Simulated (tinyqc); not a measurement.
# Reset of a mushroom phase-change cell, hemispherical electro-thermal model: amorphous thickness against current

Current spreads from a hemispherical contact of radius r0 into a large dome with constant rho and ka: j = I/(2 pi r^2). With s = r0/r the steady rise is T - T0 = c (b s - s^2), c = I^2 rho/(8 pi^2 ka r0^2). The heat lost through the heater, (T(r0) - T0)/Rh, fixes b = (2 + g)/(1 + g), g = 1/(2 pi ka r0 Rh).

The peak lies at s = b/2 with the rise c b^2/4; melting starts at the current where that equals Tm - T0, and the molten shell spans the roots of s^2 - b s + (Tm - T0)/c = 0 (s at most 1). Electrical resistance rho/(2 pi r0).

Parameters, values chosen for the exercise; values of the order of Ge-Sb-Te and related chalcogenides: ambient temperature T0 = 300 K; melting point Tm = 875 K; radius of the heater contact r0 = 26 nm; resistivity of the hot chalcogenide rho = 7.5 mohm cm; its thermal conductivity ka = 1.1 W/(m K); thermal resistance of the path through the heater Rh = 5 K/uW.

Results:
```
I (uA)  peak T (K)  T at the contact (K)  thickness of the melt (nm)  power (uW)
922          889.2                 813.9                       11.25       390.3
954          930.9                 850.2                       23.05       417.8
998          990.4                 902.1                       33.70       457.3
1060          1079                 979.3                       46.27       515.8
1270          1418                  1275                       90.45       740.5
1420          1698                  1519                       125.6       925.7
1590          2052                  1828                       169.7        1161
```

Estimate the missing row, I = 1150 uA.

Computed row:
```
I (uA)  peak T (K)  T at the contact (K)  thickness of the melt (nm)  power (uW)
1150          1217                  1100                       64.63       607.2
```

With this row back in the table: The thickness rises from 11.2 to 170 nm; it opens as the square root of I - Im just above the melting current of 911 uA. The contact itself melts from I = 998 uA on among the rows. For I = 1420, 1590 the peak exceeds 1600 K, where the material would degrade.

Range of the model: Constant properties, no latent heat, thermoelectric terms, boundary resistance or heating in the heater itself.

tinyqc, about 0.01 s, one thread, Intel Xeon 2.30GHz (shared host): `OMP_NUM_THREADS=1 python tinyqc.py 2490069 2490070 out.jsonl`
